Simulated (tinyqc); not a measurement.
Conductivity against oxygen pressure: defect equilibria of an oxide against oxygen pressure (mass action). Computed by tinyqc, a small Python program. Command: `OMP_NUM_THREADS=1 python tinyqc.py 3010118 3010119 out.jsonl brouwer walk`. One thread of a shared host (Intel(R) Xeon(R) Processor @ 2.30GHz), about 0.01 s of CPU time with the checks.

Defects: oxygen vacancies V (charge +2), electrons n, holes p, the ionic partner X = V_M'''' (charge -4), and the dopant. Activities are taken equal to concentrations.

Inputs (values chosen for the exercise, for a model oxide): reduction enthalpy H_r = 4.1 eV; prefactor K_r0 = 1.6e+68 cm^-9 atm^(1/2); gap E_g = 2.91 eV; prefactor N_c N_v = 1.5e+40 cm^-6; disorder enthalpy H_s = 4.68 eV; prefactor K_s0 = 2.6e+67 cm^-9; dopant density N_d = 1.6e+20 cm^-3; temperature T = 1100 K; electron mobility mu_n = 3 cm^2/(V s); hole mobility mu_p = 1.5 cm^2/(V s); vacancy diffusion prefactor D_0 = 0.0039 cm^2/s; vacancy migration energy E_m = 0.51 eV.

Ionic disorder: Schottky, oxide MO2. Dopant (singly charged, fully ionised): acceptor.

Constants: k_B = 8.617333262e-05 eV/K; e = 1.602176634e-19 C.

Method:
- K_r = K_r0 exp(-H_r/k_B T) = [V] n^2 P^(1/2); K_i = N_c N_v exp(-E_g/k_B T) = n p; K_s = K_s0 exp(-H_s/k_B T) = [X] [V]^2.
- Neutrality: 2 [V] + p = n + 4 [X] + N_d. With n as the unknown, [V] = K_r/(n^2 P^(1/2)), p = K_i/n, [X] = K_s/[V]^2; the log ratio is ln(positive/negative).
- The root is found by 60 bisections in ln n between n = 1e-10 and 1e25 cm^-3.
- sigma_n = e n mu_n, sigma_p = e p mu_p, sigma_ion = 2 e [V] mu_V with mu_V = 2 e D/(k_B T) and D = D_0 exp(-E_m/k_B T); only the oxygen vacancies carry ionic current, and the ionic transport number is sigma_ion over the total.

K_r = 2.62719e+49 cm^-9 atm^(1/2)

K_i = 6.97569e+26 cm^-6

K_s = 9.39741e+45 cm^-9

Log10 of the conductivities in S/cm:
```
log10 P (atm)   n-type   p-type    ionic    total  ionic transport number
-28             2.9089  -13.003  -0.9502   2.9089                 0.00014
-24             2.1978  -12.292  -1.5281   2.1979                 0.00019
-20             1.3810  -11.475  -1.8943   1.3812                 0.00053
-16             0.4325  -10.526  -1.9974   0.4341                 0.00370
-12            -0.5607   -9.533  -2.0109  -0.5456                 0.03425
-8             -1.5600   -8.534  -2.0123  -1.4288                 0.26088
-4             -2.5600   -7.534  -2.0124  -1.9041                 0.77915
0              -3.5600   -6.534  -2.0125  -2.0003                 0.97241
```

What follows from these numbers?

The ionic transport number exceeds 0.9 in the rows log P = 0: the electrolytic window. The total has no minimum inside this range.

Extremes, crossings and ranges named in words are read from the listed rows.
